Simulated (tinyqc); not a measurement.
Worked calculation: Slater-Koster d bands of an fcc metal. Values are carried at full precision from step to step, so a last printed digit may differ when a step is redone from the rounded ones.

Slater-Koster d bands. For a bond with direction cosines (l, m, n) the 5 x 5 block is dds Ps + ddp Pp + ddd (1 - Ps - Pp), the projectors on sigma, pi and delta states about the bond; for instance <xy|xy> = 3 l^2 m^2 dds + (l^2 + m^2 - 4 l^2 m^2) ddp + (n^2 + l^2 m^2) ddd, <xy|yz> = 3 l m^2 n dds + l n (1 - 4 m^2) ddp + l n (m^2 - 1) ddd and <3z2-r2|3z2-r2> = (n^2 - (l^2 + m^2)/2)^2 dds + 3 n^2 (l^2 + m^2) ddp + (3/4)(l^2 + m^2)^2 ddd. H(k) sums the blocks times cos(k.R) over the neighbours; the d level is the zero of energy; k in 2 pi/a.

Inputs chosen for the exercise (of the size met in Co; not measured data): dds = -0.569 eV (dd sigma); ddp = 0.347 eV (dd pi); ddd = -0.074 eV (dd delta); k = (0.3, 0.22, 0.06) 2 pi/a (wave vector); Nd = 8 (d electrons per atom).

## The block of one bond

Direction (1,1,0)/sqrt2; its eigenvalues must be dds once, ddp twice and ddd twice.

block (eV), lower triangle:
```
             xy      yz      zx   x2-y2   3z2-r2
xy      -0.4452
yz            0  0.1365
zx            0  0.2105  0.1365
x2-y2         0       0       0  0.3470
3z2-r2   0.2143       0       0       0  -0.1978
```

## Levels at Gamma

Neighbours: twelve at (a/2)(1,1,0) and equivalents.

Summing the blocks at k = 0 gives E(t2g) = 3 dds + 4 ddp + 5 ddd, E(eg) = 1.5 dds + 6 ddp + 4.5 ddd.

levels (eV): t2g (threefold) -0.6890, eg (twofold) 0.8955

The t2g level lies lower, by 1.5845 eV.

## The Hamiltonian at one k

Sum over the neighbours.

H(k) (eV), lower triangle:
```
             xy       yz       zx   x2-y2  3z2-r2
xy      -0.0781
yz      -0.1276  -0.7854
zx      -0.1006  -0.4342  -0.3678
x2-y2         0  -0.0887   0.1126  0.3001
3z2-r2  -0.4421   0.0512   0.0650  0.1694  0.7669
```

## Levels and character

Diagonalise H; t2g is xy, yz, zx and eg the other two.

levels (eV): -1.0846  -0.2632  -0.1356  0.3162  1.0027

weights:
```
     band 1  band 2  band 3  band 4  band 5
t2g   1.000   0.806   0.918   0.128   0.149
eg    0.000   0.194   0.082   0.872   0.851
```

## Levels at points of symmetry

Coordinates: G (0, 0, 0), X (1, 0, 0), W (1, 0.5, 0), L (0.5, 0.5, 0.5), K (0.75, 0.75, 0); the others lie half way.

Levels (eV):
```
k        band 1  band 2  band 3  band 4  band 5
G        -0.689  -0.689  -0.689   0.895   0.895
G-X 0.5  -1.781  -0.791   0.546   0.546   1.388
X        -2.873  -2.478   1.781   1.781   1.881
W        -1.388  -0.546  -0.546   0.791   1.781
L        -1.684  -0.710  -0.710   1.552   1.552
L-G 0.5  -1.187  -0.295  -0.295   0.819   0.819
K        -2.056  -1.195   0.725   1.042   1.567
```

On these points the bands run from -2.873 (X) to 1.880 eV (X).

## Second moment and the rectangular band

mu2 = z (dds^2 + 2 ddp^2 + 2 ddd^2)/5 per orbital, with z = 12. A rectangular band with the same mu2 has width W = sqrt(12 mu2), Fermi level W (Nd/10 - 1/2) and bond energy -W Nd (10 - Nd)/20 (Friedel).

mu2 = 1.3813 eV^2
W = 4.0713 eV
Fermi level = 1.2214 eV
bond energy per atom = -3.2570 eV

The bond energy is the attractive part alone; the repulsion between atoms, left out, cancels a large share of it in the cohesive energy.

## Checks

- Levels at Gamma from the formulas against H(0): they agree to 1e-10 or better.
- Second moment from the formula against the mean square level on the mesh: both 1.38127.

Computed by tinyqc, a small Python program: `OMP_NUM_THREADS=1 python tinyqc.py 1481023 1481024 out.jsonl` (the numbers bound the seed that draws the inputs); one thread of a shared host (Intel(R) Xeon(R) Processor @ 2.30GHz), about 0.06 s for the whole set of steps.
